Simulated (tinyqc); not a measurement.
Born-Mayer model of an ionic crystal AB: one step, computed by the program tinyqc. Command: `OMP_NUM_THREADS=1 python tinyqc.py 3026373 3026374 out.jsonl bornmayer walk`. One thread of a shared host (Intel(R) Xeon(R) Processor @ 2.30GHz), about 0.01 s of CPU time with the checks.

Energies are per ion pair and r is the nearest distance of unlike ions.

Problem. Terms of the lattice energy. Madelung constant M, unlike neighbours z1, like neighbours z2 at f r, volume per pair: rock salt 1.747565, 6, 12, sqrt2, 2 r^3; caesium chloride 1.762675, 8, 6, 2/sqrt3, 8 r^3/(3 sqrt3); zinc blende 1.638055, 4, 12, sqrt(8/3), 16 r^3/(3 sqrt3). U(r) = -M z^2 e^2/(4 pi eps_0 r) + z1 lambda exp(-r/rho).

Inputs (values chosen for the exercise, for a model salt): ionic charge z = 2; unlike repulsion lambda = 4560 eV; range rho = 0.289 angstrom.

Structure: zinc blende. Short range: nearest neighbours only.

equilibrium distance r0 = 2.381756 angstrom

Constants: e^2/(4 pi eps_0) = 14.39964548 eV angstrom.

Give: terms; lattice energy U.

Solution.

terms (eV): Coulomb -39.613, unlike repulsion 4.807

lattice energy U = -34.807 eV per pair

The short-range terms together cancel 12.1 % of the Coulomb energy, which is rho/r0 = 0.1213: U = -(M z^2 e^2/(4 pi eps_0 r0))(1 - rho/r0).
